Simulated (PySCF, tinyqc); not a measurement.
Ways to converge the cycle: SCF convergence aids in the sto-3g basis, for BeH2, spin multiplicity 1. Computed by the program tinyqc with PySCF. RHF with one setting changed at a time; a run stops when the energy changes by less than 1e-09 hartree and the error matrix is below 1e-5. The start is the Wolfsberg-Helmholz matrix. Damping d keeps d of the old density; a shift (hartree) raises the virtual levels; DIIS n extrapolates F over n matrices.

Geometry (angstrom):
```
atom,x,y,z
Be,0.0000,0.0000,0.0000
H,0.0000,1.8970,0.0720
H,0.0000,-1.8970,0.0720
```

lowest restricted solution found by these runs and by PySCF = -15.395042 hartree

Largest element of the error matrix X^T (FDS - SDF) X:
```
iteration,plain,damping 0.3,damping 0.6,shift 0.4,DIIS 3,DIIS 8
1,2.5e-01,2.5e-01,2.5e-01,2.5e-01,2.5e-01,2.5e-01
2,3.4e-02,7.9e-02,1.5e-01,9.1e-02,3.4e-02,3.4e-02
3,9.7e-03,3.0e-02,9.4e-02,3.6e-02,9.6e-03,9.6e-03
4,2.5e-03,1.3e-02,5.9e-02,1.5e-02,1.3e-03,1.3e-03
5,9.2e-04,6.2e-03,3.8e-02,7.4e-03,6.7e-05,2.8e-05
6,3.0e-04,3.2e-03,2.5e-02,3.8e-03,8.8e-06,5.3e-06
8,3.5e-05,8.9e-04,1.1e-02,1.2e-03,-,-
10,4.0e-06,2.6e-04,5.3e-03,4.3e-04,-,-
14,-,2.1e-05,1.4e-03,5.0e-05,-,-
20,-,-,2.0e-04,-,-,-
30,-,-,9.2e-06,-,-,-
```

How each run ends:
```
run,iterations,E (hartree),state
plain,10,-15.39504,lowest found
damping 0.3,18,-15.39504,lowest found
damping 0.6,37,-15.39504,lowest found
shift 0.4,18,-15.39504,lowest found
DIIS 3,7,-15.39504,lowest found
DIIS 8,7,-15.39504,lowest found
```

What does the comparison show, and why?

6 of 6 runs reach the lowest restricted solution found, in 7 to 37 iterations (fastest: DIIS 3, DIIS 8). Plain steps already contract here, so damping only slows them. DIIS 3 and DIIS 8 gain by cancelling the error over several earlier matrices, much as a quasi-Newton step does. The restricted reference is unstable here: a spin-polarised solution lies 0.0008 hartree lower (PySCF), so results built on it describe a poor reference.
